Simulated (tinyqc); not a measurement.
Inside a calculation. Method: extended Hueckel theory, for H6. One step of it, computed by the program tinyqc.

Problem. Wolfsberg-Helmholz matrix. H_ij = K' S_ij (H_ii + H_jj)/2 for i != j (the diagonal keeps H_ii), with K' = K + D^2 + D^4 (1 - K), D = (H_ii - H_jj)/(H_ii + H_jj), K = 1.75.

overlap S:
```
          1H 1s     2H 1s     3H 1s     4H 1s     5H 1s     6H 1s
1H 1s  1.000000  0.541367  0.090502  0.018129  0.001604  0.000213
2H 1s  0.541367  1.000000  0.364002  0.090502  0.009996  0.001604
3H 1s  0.090502  0.364002  1.000000  0.541367  0.090502  0.018129
4H 1s  0.018129  0.090502  0.541367  1.000000  0.364002  0.090502
5H 1s  0.001604  0.009996  0.090502  0.364002  1.000000  0.541367
6H 1s  0.000213  0.001604  0.018129  0.090502  0.541367  1.000000
```

diagonal H_ii (eV): 1H 1s -13.600000, 2H 1s -13.600000, 3H 1s -13.600000, 4H 1s -13.600000, 5H 1s -13.600000, 6H 1s -13.600000

K = 1.750000

Give: H.

Solution.

H (eV):
```
         1H 1s    2H 1s    3H 1s    4H 1s    5H 1s    6H 1s
1H 1s  -13.600  -12.885   -2.154   -0.431   -0.038   -0.005
2H 1s  -12.885  -13.600   -8.663   -2.154   -0.238   -0.038
3H 1s   -2.154   -8.663  -13.600  -12.885   -2.154   -0.431
4H 1s   -0.431   -2.154  -12.885  -13.600   -8.663   -2.154
5H 1s   -0.038   -0.238   -2.154   -8.663  -13.600  -12.885
6H 1s   -0.005   -0.038   -0.431   -2.154  -12.885  -13.600
```
